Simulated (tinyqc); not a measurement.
Ferroelectric switching by domains, regions with a spread of times with Merz's law: one step of the calculation.

A film poled to -Ps gets a pulse V of length t. Field E = V/d, characteristic time tau = t0 exp(Ea/E). The film consists of seven classes of regions, z = -3..3, with weights w_z proportional to exp(-z^2/2) and summing to one, and times tau_z = tau 10^(wd z); the switched share is f = sum w_z [1 - exp(-(t/tau_z)^m)]. P = Ps (2 f - 1).

Task. Switched share of each class after the pulse. w_z, tau_z and f_z = 1 - exp(-(tp/tau_z)^m); f = sum w_z f_z.

Values chosen for this exercise: switchable polarisation Ps = 37 uC/cm^2; Avrami exponent m = 2; spread of switching times wd = 1 decades; pulse length tp = 30 ns.

tau = 18.447242 ns

Wanted: w_z; tau_z; f_z; f; P after the pulse.

Result.

| z | w_z | tau_z (ns) | f_z |
|---|---|---|---|
| -3 | 0.004433 | 0.01845 | 1.000 |
| -2 | 0.05401 | 0.1845 | 1.000 |
| -1 | 0.2420 | 1.845 | 1.000 |
| 0 | 0.3991 | 18.45 | 0.929 |
| 1 | 0.2420 | 184.5 | 0.026 |
| 2 | 0.05401 | 1845 | 0.000 |
| 3 | 0.004433 | 1.845e4 | 0.000 |

f = 0.6775
P after the pulse = 13.14 uC/cm^2

Numbers from tinyqc (`OMP_NUM_THREADS=1 python tinyqc.py 2860140 2860141 out.jsonl`; about 0.01 s on one thread of a shared Intel Xeon 2.30GHz).
